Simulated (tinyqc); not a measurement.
Angle series: uniform film or islands? Model: X-ray photoelectron analysis of a thin oxide on a semiconductor: attenuation lengths, thickness, angle series and band offsets. Computed by tinyqc, a small Python program. Command: `OMP_NUM_THREADS=1 python tinyqc.py 3113216 3113217 out.jsonl xps walk`. One thread of a shared host (Intel(R) Xeon(R) Processor @ 2.30GHz), about 0.01 s of CPU time with the checks.

The same element is seen in the oxide and in the substrate, at nearly the same kinetic energy; films are flat and uniform, and the work function is ignored.

Inputs (values chosen for the exercise, modelled on SiO2 on silicon):

| quantity | value | unit |
|---|---|---|
| photon energy | 1253.6 | eV |
| binding energy of the core level | 99.4 | eV |
| oxide density | 2.18 | g/cm^3 |
| oxide formula mass | 60.08 | g/mol |
| valence electrons per oxide formula | 16 | - |
| oxide gap | 8.95 | eV |
| substrate density | 2.33 | g/cm^3 |
| substrate formula mass | 28.09 | g/mol |
| valence electrons per substrate formula | 4 | - |
| substrate gap | 1.12 | eV |
| oxide thickness d | 0.67 | nm |
| emission angle from the normal | 60 | degrees |
| attenuation length over inelastic mean free path | 0.94 | - |
| carbon overlayer | 0.3 | nm |

Method:
- TPP-2M: lambda = E/(E_p^2 [b ln(c E) - C/E + D/E^2]) in angstrom, E_p = 28.8 sqrt(N_v rho/M), b = -0.10 + 0.944/sqrt(E_p^2 + E_g^2) + 0.069 rho^0.1, c = 0.191/sqrt(rho), U = N_v rho/M, C = 1.97 - 0.91 U, D = 53.4 - 20.8 U, with E = photon energy less binding energy in eV.
- Attenuation length L = factor x lambda.
- R_0 = (rho_o/M_o) L_o/((rho_s/M_s) L_s); peak ratio R = I_ox/I_sub = R_0 [exp(d/(L_o cos theta)) - 1]; hence d = L_o cos theta ln(1 + R/R_0). A carbon layer weakens both peaks alike, by exp(-d_C/(L_o cos theta)) if its L is taken equal to L_o. This R_0 leaves out intrinsic losses from the substrate peak, so calibrated values can be larger.
- Islands: half of the surface carries 2 d and half none, R = R_0 (1/2)(1 - t)/(1/2 + t/2) with t = exp(-2 d/(L_o cos theta)); the apparent thickness is read with the uniform formula.

R_0 = 0.553028

L in the oxide = 3.17355 nm

Against the angle:

| theta (degrees) | R, uniform | R, islands | apparent d, islands (nm) |
|---|---|---|---|
| 0 | 0.12999 | 0.11505 | 0.59979 |
| 20 | 0.13931 | 0.12220 | 0.59536 |
| 35 | 0.16258 | 0.13946 | 0.58460 |
| 45 | 0.19241 | 0.16038 | 0.57143 |
| 55 | 0.24607 | 0.19484 | 0.54938 |
| 65 | 0.35835 | 0.25537 | 0.50918 |
| 75 | 0.69724 | 0.37204 | 0.42256 |

What does the comparison show, and why?

A uniform film gives d = 0.67 nm at every angle. The island film of the same volume reads 0.600 nm at normal emission and 0.423 nm at 75 degrees; its ratio cannot pass R_0, since the bare half always shows the substrate. Caution: beyond about 60 degrees elastic scattering and roughness make a single attenuation length unreliable.

Extremes, crossings and ranges named in words are read from the listed rows.
